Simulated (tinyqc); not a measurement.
# Gap voltage and exponent from three temperatures

Problem. At constant current VBE(T) = Vg0 - a T - eta (kB T/q) ln T, where a is a constant. Find Vg0, eta and dVBE/dT at the middle temperature.

Constants: q = 1.602176634e-19 C, kB = 1.380649e-23 J/K. Results are converted to the units shown.

T (K): 253  330  390
VBE at a constant current (V): 0.9094052668  0.7931430531  0.6988077603

Answer. The relation is linear in Vg0, a and eta, so three points give a linear system; the slope is (VBE - Vg0 - eta kB T/q)/T. eta rests on the curvature of VBE(T) alone, so real fits need accuracy of some tens of microvolts or better.

Vg0 = 1.21 V
eta = 3.40
dVBE/dT = -1.55 mV/K

tinyqc, about 0.02 s, one thread, Intel Xeon 2.30GHz (shared host): `OMP_NUM_THREADS=1 python tinyqc.py 2062122 2062123 out.jsonl`
